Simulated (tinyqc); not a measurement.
# Undoped symmetric double-gate MOSFET, analytic potential model: effect of the insulator thickness

An undoped body of thickness ts between two equal insulators and tied gates; long channel, electrons only, n = ni exp((psi - V)/Vt) with V the quasi-Fermi potential (0 at the source, Vd at the drain), constant mobility, no quantisation. Across the body psi(x) = V - 2 Vt ln[(ts/(2 beta)) sqrt(q ni/(2 eps0 eps_r Vt)) cos(2 beta x/ts)], x from the centre. Q is the electron charge per area of the whole body.

ni = sqrt(Nc Nv) exp(-Eg/(2 Vt)), Eg in volts; r = eps_r tox/(eox ts); V0 = dphi + 2 Vt ln[(2/ts) sqrt(2 eps0 eps_r Vt/(q ni))]. beta (between 0 and pi/2) solves (Vg - V0 - V)/(2 Vt) = ln(beta) - ln(cos beta) + 2 r beta tan(beta). Q = 8 eps0 eps_r Vt beta tan(beta)/ts; I = mu (1/L)(4 eps0 eps_r/ts)(2 Vt)^2 [g(beta_s) - g(beta_d)] per width, g = beta tan(beta) - beta^2/2 + r beta^2 tan^2(beta), with beta_s at V = 0 and beta_d at V = Vd.  I(low) is taken at Vg = 0.4 V, Qs and I(high) at Vg = 1.15 V.

Inputs (values chosen for the exercise); material values close to those of gallium arsenide: temperature T = 400 K; band gap Eg = 1.44 eV; relative permittivity of the semiconductor eps_r = 12.7; conduction-band density of states at T Nc = 6.73e17 cm^-3; valence-band density of states at T Nv = 1.36e19 cm^-3; relative permittivity of the gate insulator eox = 9.16; body thickness ts = 20 nm; gate work function less that of the intrinsic body dphi = -0.01 V; channel mobility mu = 470 cm^2/(V s); gate length L = 0.1 um; drain voltage Vd = 0.8 V.

Constants: q = 1.602176634e-19 C, kB = 1.380649e-23 J/K, Vt = kB T/q, eps0 = 8.8541878128e-14 F/cm where lengths are in cm. Results are converted to the units shown.

The same in every row: V0 (V) = 0.6468.

Results:

| tox (nm) | I(low) (nA/um) | Qs(high) (nC/cm^2) | I(high) (uA/um) |
|---|---|---|---|
| 2 | 19.50 | 2520 | 2601 |
| 2.9 | 19.50 | 1855 | 1993 |
| 4.2 | 19.49 | 1361 | 1519 |
| 6.1 | 19.49 | 993.5 | 1148 |
| 8.8 | 19.48 | 726.5 | 865.9 |
| 18 | 19.47 | 390.3 | 490.7 |

Estimate the missing row, tox = 13 nm.

Computed row:

| tox (nm) | I(low) (nA/um) | Qs(high) (nC/cm^2) | I(high) (uA/um) |
|---|---|---|---|
| 13 | 19.48 | 518.6 | 637.1 |

With this row back in the table: As tox goes from 2 to 18 nm, I(low) stays near 19.5 nA/um and I(high) falls from 2600 to 491 uA/um. On average I(low) is independent of tox and I(high) goes as tox^(-0.76). Below threshold no voltage drops over the insulator in this long-channel model, so its thickness does not matter there. In every row the surface density at the source at the higher gate voltage passes 0.3 Nc, where Boltzmann statistics fail. In every row mu V/L at the higher gate voltage, with V the smaller of Vd and Vg - V0, passes 3e6 cm/s, so velocity saturation would lower the current. For tox = 6.1 to 18 nm L is under three scale lengths of this cross-section, so short-channel effects, left out here, would raise the subthreshold current.

Numbers from tinyqc (`OMP_NUM_THREADS=1 python tinyqc.py 2440147 2440148 out.jsonl`; about 0.02 s on one thread of a shared Intel Xeon 2.30GHz).
